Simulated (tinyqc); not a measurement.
Binding against carrier density: donor level screened by free carriers (Yukawa potential).

Screening wave number: Debye ks^2 = 4 pi q n/(eps kB T); Thomas-Fermi ks^2 = 6 pi q n/(eps EF) with EF = c (3 pi^2 n/gv)^(2/3)/m, c = hbar^2/2m0; the two are joined by 1/ks^2 = sqrt(1/ks_D^4 + 1/ks_TF^4). 1e18/cm^3 = 1e-6/angstrom^3, q = e^2/(4 pi eps0).

Potential -(q/(eps r)) exp(-ks r), q = e^2/(4 pi eps0). In units Ry* = Ry m/eps^2 and a* = a0 eps/m the problem is [-Laplacian - 2 exp(-x r)/r] psi = E psi with x = ks a*.

Converged values use 18 functions exp(-z r), z = 1.55^i, i = -11 to 6: S = 2/A^3, H = z_i z_j S - 2/(A + x)^2, A = z_i + z_j.

Constants: e^2/(4 pi eps0) = 14.39964547 eV angstrom; kB = 8.617333262e-05 eV/K; hbar^2/2m0 = 3.80998211 eV angstrom^2.

Inputs chosen for the exercise (near those of a donor in InP, with one mean mass; shifted at random, so the results belong to these values and not to a real crystal): m = 0.083 m0 (mass); eps = 12.4 (dielectric constant); gv = 1 (valleys); T = 77 K (temperature); nl = (0.00012, 0.0004, 0.0012, 0.004, 0.012, 0.04, 0.12) x 1e18/cm^3 (densities).

Ry* = 7.3444 meV
a* = 79.058 angstrom

x from the joined ks; converged 1s binding (dash: x above 1.17, at or past the limit 1.19 where the state unbinds).

Results:
```
n (1e18/cm^3),EF/kB T,1/ks (angstrom),x,binding (meV),n^(1/3) a*
0.00012,0.02,1946.6,0.041,6.77,0.039
0.00040,0.04,1066.3,0.074,6.31,0.058
0.0012,0.07,615.9,0.128,5.63,0.084
0.0040,0.17,338.2,0.234,4.44,0.125
0.012,0.35,197.2,0.401,2.91,0.181
0.040,0.77,113.1,0.699,1.06,0.270
0.12,1.61,74.6,1.060,0.07,0.390
```

The binding falls from 6.8 to 0.1 meV (bare value 7.3); it passes half the bare value between 0.004 and 0.012 x 1e18/cm^3. The level is still bound in the last row. x grows with exponent 0.50 in n at the start and 0.38 at the end (1/2 for Debye, 1/6 for Thomas-Fermi screening). The level survives to n^(1/3) a* = 0.39, past the 0.26 of the Mott rule, which corresponds to x = 1 for one valley with degenerate screening; here the level lasts until x = 1.19, the screening is at most the degenerate value, and overlap of donors is left out.

Run: tinyqc, `OMP_NUM_THREADS=1 python tinyqc.py 1252262 1252263 out.jsonl`; Intel(R) Xeon(R) Processor @ 2.30GHz, one thread, shared host; about 0.01 s of CPU time with all checks.
